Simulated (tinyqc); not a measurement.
## Ballast resistance and gain from the on-state line

Question. At high current V = BV (1 + be)^(-1/n) + I Ro. Find Ro, the intercept and be.

Values chosen for this exercise:
- BV = 9 V (junction breakdown voltage)
- n = 4.8 (exponent of the multiplication)

V at I = 2.2 and 4.5 mA/um (V): 7.7417861  8.8227861

Answer. The slope is Ro; the intercept over BV is (1 + be)^(-1/n).

Ro = 470.0 ohm um
intercept = 6.708 V
be = 3.100

tinyqc, about 0.02 s, one thread, Intel Xeon 2.30GHz (shared host): `OMP_NUM_THREADS=1 python tinyqc.py 2670127 2670128 out.jsonl`
